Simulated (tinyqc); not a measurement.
## Metal-interlayer-semiconductor contact, depinning against tunnelling resistance: contact resistivity against the interlayer thickness

Zero bias, n-type semiconductor. Gap states at the semiconductor surface thin out as exp(-be ti), which unpins the barrier; electrons must then cross the interlayer (a rectangular barrier, no voltage drop across it) and the parabolic depleted layer, both by WKB. Energies E are counted from the Fermi level; no image force, parabolic bands.

S = 1/(1 + (1/S0 - 1) exp(-be ti)); phiB = S (phiM - chi) + (1 - S)(Eg - E0); xi = Ec - EF deep inside, from Nd = Nc F(-xi/Vt), F(x) = (2/sqrt(pi)) int_0^infinity sqrt(u) du/(1 + exp(u - x)); band bending U = phiB - xi; E00 = (hbar/2) sqrt(Nd/(eps0 eps_r mt m0)) in volts; A = 4 pi q mA m0 kB^2/h^3. With U = phiB - xi: for xi < E < phiB, y = (E - xi)/U and G1 = (U/E00) [sqrt(1 - y) - y ln((1 + sqrt(1 - y))/sqrt(y))], G1 = 0 above phiB; G2 = 2 ti sqrt(mi max(phiB + dE - E, 0)/C), C = hbar^2/(2 m0); f = 1/(1 + exp(E/Vt)); 1/rho_c = (A T^2/Vt^2) times the integral of exp(-G1 - G2) f over E from xi upwards. Shares under 0.001 % are printed as 0; rows without band bending are left out.

Inputs (values chosen for the exercise); semiconductor values close to those of gallium nitride; interlayer mass of the order of that in lanthanum oxide, offset chosen freely: temperature T = 300 K; band gap Eg = 3.49 eV; relative permittivity eps_r = 9.21; electron affinity chi = 4.17 eV; conduction-band density of states at T Nc = 2.3e18 cm^-3; tunnelling mass in the semiconductor mt = 0.203 m0; Richardson mass mA = 0.198 m0; donor density Nd = 8.7e19 cm^-3; charge-neutrality level above the valence band E0 = 2.2 eV; pinning factor without interlayer S0 = 0.61; metal work function phiM = 4.18 eV; conduction-band offset of the interlayer above the semiconductor dE = 2.06 eV; tunnelling mass in the interlayer mi = 0.29 m0; decay constant of gap states through the interlayer be = 4.6 1/nm.

Constants: q = 1.602176634e-19 C, kB = 1.380649e-23 J/K, eps0 = 8.8541878128e-12 F/m, hbar = 1.054571817e-34 J s, h = 6.62607015e-34 J s, m0 = 9.1093837015e-31 kg, Vt = kB T/q, hbar^2/(2 m0) = 0.0380998212 eV nm^2. Results are converted to the units shown.

The same in every row: E00/Vt = 4.90.

Result of one run:
```
ti (nm)      S  phiB (eV)  rho_c (ohm cm^2)  rho_c with G2 = 0 (ohm cm^2)  peak of the integrand (eV)  share above phiB (%)
1.2      0.997     0.0133           3.18e-5                       1.84e-9                     -0.0457                  9.87
```

What becomes of these results when the interlayer thickness ti is changed from 1.2 to 1.4 nm, all else the same?

Result of the changed run:
```
ti (nm)      S  phiB (eV)  rho_c (ohm cm^2)  rho_c with G2 = 0 (ohm cm^2)  peak of the integrand (eV)  share above phiB (%)
1.4      0.999     0.0113           1.59e-4                       1.83e-9                     -0.0442                  10.9
```

The whole series:
```
ti (nm)      S  phiB (eV)  rho_c (ohm cm^2)  rho_c with G2 = 0 (ohm cm^2)  peak of the integrand (eV)  share above phiB (%)
0        0.610      0.509           3.10e-8                       3.10e-8                     -0.0326                     0
0.2      0.797      0.270           3.90e-8                       7.04e-9                     -0.0378               0.00196
0.4      0.908      0.128           8.89e-8                       3.18e-9                     -0.0429                 0.223
0.6      0.961     0.0598           3.12e-7                       2.27e-9                     -0.0462                  2.18
0.8      0.984     0.0303           1.36e-6                       1.98e-9                     -0.0473                  5.61
1        0.994     0.0182           6.45e-6                       1.88e-9                     -0.0469                  8.27
1.2      0.997     0.0133           3.18e-5                       1.84e-9                     -0.0457                  9.87
1.4      0.999     0.0113           1.59e-4                       1.83e-9                     -0.0442                  10.9
1.6       1.00     0.0105           7.99e-4                       1.82e-9                     -0.0427                  11.7
```

As ti goes from 0 to 1.6, phiB falls from 0.509 to 0.0105 eV and rho_c rises from 3.10e-8 to 7.99e-4 ohm cm^2. No thickness listed beats the bare contact: tunnelling through the layer costs more than the change of the barrier gains. The ratio of rho_c to its value with G2 = 0 runs from 1.00 to 4.38e5.

Program tinyqc, `OMP_NUM_THREADS=1 python tinyqc.py 2270069 2270070 out.jsonl`; Intel Xeon 2.30GHz, shared host, one thread, about 0.03 s.
